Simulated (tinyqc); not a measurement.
Six-transistor SRAM cell, nodal equations and margins: one step of the calculation.

Two cross-coupled inverters (pull-down bn, pull-up bp) hold the nodes Q and QB; access transistors (ba, threshold VTn, gate on the word line at Vdd when selected) join them to the bit lines. Transistor (EKV form, voltages against the body): I = 2 n b Vt^2 [F(vp - Vs) - F(vp - Vd)] from drain to source, F(v) = ln^2(1 + exp(v/(2 Vt))), vp = (Vg - VT + sg |Vd - Vs|)/n. n-channel bodies are at 0; for the p-channel device all voltages are counted down from Vdd. b in uA/V^2 gives I in uA. For an access transistor the bit line is the drain and the node the source. In a read both bit lines are at Vdd. The cell is symmetric (no mismatch).

Question. The largest square in the read butterfly. f(x) is the node voltage of one half-cell in a read for input x (In - Ip - Ia = 0). Static noise margin: side of the largest square between the curve (x, f(x)) and its mirror image (f(y), y); with h(c) the root x of f(x) - x = c, it is the maximum over c > 0 of h(c) - h(-c) + c.

Parameters, values chosen for the exercise:
```
symbol  value    unit                                  meaning
T         300       K                              temperature
Vdd       0.8       V                           supply voltage
n        1.13                                     slope factor
sg      0.109                   drain-induced barrier lowering
VTn      0.39       V                      n-channel threshold
VTp      0.37       V          p-channel threshold (magnitude)
bn        150  uA/V^2  gain factor of the pull-down transistor
ba        100  uA/V^2     gain factor of the access transistor
bp         44  uA/V^2    gain factor of the pull-up transistor
```

Constants: q = 1.602176634e-19 C, kB = 1.380649e-23 J/K, Vt = kB T/q. Results are converted to the units shown.

c, point 0 to 6 (V): [0.13, 0.22, 0.31, 0.37, 0.44, 0.48, 0.52]

Wanted: h(c); h(-c); side.

Answer.

h(c), point 0 to 6 (V): [0.3668, 0.3577, 0.3482, 0.3396, 0.3202, 0.3005, 0.2725]
h(-c), point 0 to 6 (V): [0.4447, 0.4910, 0.5387, 0.5714, 0.6122, 0.6378, 0.6652]
side, point 0 to 6 (V): [0.0521, 0.0867, 0.1195, 0.1382, 0.1480, 0.1427, 0.1273]

The maximum over c is 148.0 mV, the read margin; with the word line off (no Ia) the same construction gives 306.0 mV.

tinyqc, about 0.2 s, one thread, Intel Xeon 2.30GHz (shared host): `OMP_NUM_THREADS=1 python tinyqc.py 2340107 2340108 out.jsonl`
